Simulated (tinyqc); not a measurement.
Raman line shape of confined optical phonons and breathing modes of small crystals. From breathing wavenumber back to size L. Computed by tinyqc, a small Python program. Command: `OMP_NUM_THREADS=1 python tinyqc.py 3022736 3022737 out.jsonl confine inv`. One thread of a shared host (Intel(R) Xeon(R) Processor @ 2.30GHz), about 0.02 s of CPU time with the checks.

Confinement in 1 direction(s) lets phonons with q away from zero scatter light. q is in units of 2 pi/a, from 0 to 1, and the branch is isotropic: omega(q)^2 = (omega_0^2 + omega_X^2)/2 + ((omega_0^2 - omega_X^2)/2) cos(pi q). The model and its constant beta are phenomenological; beta = 8 is the common choice.

Inputs (values chosen for the exercise, modelled on silicon): longitudinal velocity = 9060 m/s; transverse velocity = 5330 m/s.

Shape: film.

Constants: c = 299792458 m/s.

Method. The lowest longitudinal standing wave has half a wavelength across the film: f = v_L/(2 L); the lowest shear one f = v_T/(2 L).

Task: A run gave the result below. Find the size L, known to lie between 5.3 and 7.6 nm.

breathing wavenumber = 23.51822 1/cm

Result:

Each step takes the trial c = (a f_b - b f_a)/(f_b - f_a), f being the result less the target and a, b, c the logarithms of the listed values; c replaces end b, the old b replaces a if the sign of f changed, and otherwise f_a is halved.

Scan of the range:
```
size L (nm)  breathing wavenumber (1/cm)
5.30                             28.5103
5.63                             26.8392
5.98                             25.2683
6.35                             23.7960
6.74                             22.4191
7.16                             21.1040
7.60                             19.8822
```

False position (Illinois rule, in the logarithm of the input) inside the bracket:
```
step    end a    end b    trial  breathing wavenumber (1/cm)
1     6.35000  6.74000  6.42682                      23.5116
2     6.35000  6.42682  6.42329                      23.5245
3     6.42682  6.42329  6.42500                      23.5182
4     6.42329  6.42500  6.42500                      23.5182
```

Breathing wavenumber falls at every point of a 13-point scan of the range (every second point is shown), so one value fits; it is bracketed by 6.35 and 6.74. The scan shows a pure power law with exponent -1.000, so scaling from any one row also gives the answer directly. Answer: size L = 6.425 nm.
